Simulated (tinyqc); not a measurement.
## Threshold spread from leakage statistics

Question. VT is Gaussian with standard deviation s and Ioff goes as exp(-VT/(n Vt)), so Ioff is log-normal: mean/median = exp(w^2/2) with w = s/(n Vt). Find w, s, the relative standard deviation sqrt(exp(w^2) - 1) and the share of devices that leak more than the mean, erfc(w/(2 sqrt(2)))/2.

Values chosen for this exercise:
```
symbol,value,unit,meaning
T,273,K,temperature
n,1.11,,subthreshold factor
```

Constants: q = 1.602176634e-19 C, kB = 1.380649e-23 J/K, Vt = kB T/q. Results are converted to the units shown.

mean/median of the off current = 1.8078530

Solution. w = sqrt(2 ln(mean/median)); the mean lies w/2 standard deviations out in ln Ioff.

w = 1.09
s = 28.4 mV
relative standard deviation = 1.51
share above the mean = 29.3 %

Program tinyqc, `OMP_NUM_THREADS=1 python tinyqc.py 2090163 2090164 out.jsonl`; Intel Xeon 2.30GHz, shared host, one thread, about 0.01 s.
